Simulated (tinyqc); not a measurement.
Floating body of a partially depleted SOI transistor: body voltage and kink: one step of the calculation.

Source at 0 V. Channel current Ic = 2 nf K Vt^2 [F(0) - F(Vd)](1 + la Vd), F(V) = ln^2(1 + exp((Vg - VT - nf V)/(2 nf Vt))), VT = VT0 - gb Vb. Saturation voltage Vs = 2 Vt sqrt(F(0)) + 3 Vt, excess Ve = (Vd - Vs + sqrt((Vd - Vs)^2 + 0.0004 V^2))/2, multiplication M1 = Ai Ve exp(-Bl/Ve). Each junction passes D(v) = J1 (exp(v/Vt) - 1) + J2 (exp(v/(2 Vt)) - 1). Bipolar current Ib = bb J1 (exp(Vb/Vt) - 1). The body settles where M1 (Ic + Ib) = D(Vb) + D(Vb - Vd) + Vb/Rb; drain current Id = (1 + M1)(Ic + Ib) - D(Vb - Vd).

Question. New Vb. Current into the body I_in = M1 (Ic + Ib) - D(Vb - Vd), current out I_out = D(Vb) + Vb/Rb; f = ln(I_in/I_out), s = df/dVb by central differences over 1e-5 V, Vb(new) = Vb - f/s.

Inputs (values chosen for the exercise); values of the order met in partially depleted silicon-on-insulator transistors:
```
symbol    value         unit                                                                                            meaning
T           300            K                                                                                        temperature
VT0        0.43            V                                                                     threshold at zero body voltage
gb         0.26                                                                  fall of the threshold per volt of body voltage
nf         1.24                                                                                                    slope factor
K           400  uA/(V^2 um)                                                                              gain factor per width
la         0.07          1/V                                                                   channel-length modulation factor
Ai         1.13          1/V                                                                        impact-ionisation prefactor
Bl          8.6            V                                                                          impact-ionisation voltage
J1      1.4e-13        uA/um                                                      diffusion saturation current of each junction
J2       2.5e-9        uA/um                                                  recombination saturation current of each junction
bb          0.5                                                 gain of the lateral bipolar transistor on the diffusion current
Rb          1e9      kohm um  resistance of a weak body tie to the source (1e9 stands for no tie, and the term is then dropped)
Vg         1.02            V                                                                                       gate voltage
Vd            2            V                                                                                      drain voltage
```

Constants: q = 1.602176634e-19 C, kB = 1.380649e-23 J/K, Vt = kB T/q. Results are converted to the units shown.

Vb after iteration 1 = 0.72269030 V

Give: Ic; Ve; M1; I_in; I_out; f; s; Vb after iteration 2.

Answer.

Ic = 111.27 uA/um
Ve = 1.2952 V
M1 = 0.0019129
I_in = 0.21303 uA/um
I_out = 0.19649 uA/um
f = 0.080820
s = -38.928 1/V
Vb after iteration 2 = 0.72477 V

Range of the model: The multiplication law is an empirical form chosen for the exercise; self-heating and capacitive coupling to the body are left out, and the linear laws are rough once Vb passes about 0.7 V or M1 about 0.1.

Computed by the program tinyqc: `OMP_NUM_THREADS=1 python tinyqc.py 2182045 2182046 out.jsonl`, one thread of a shared Intel Xeon 2.30GHz, about 0.2 s for the whole run.
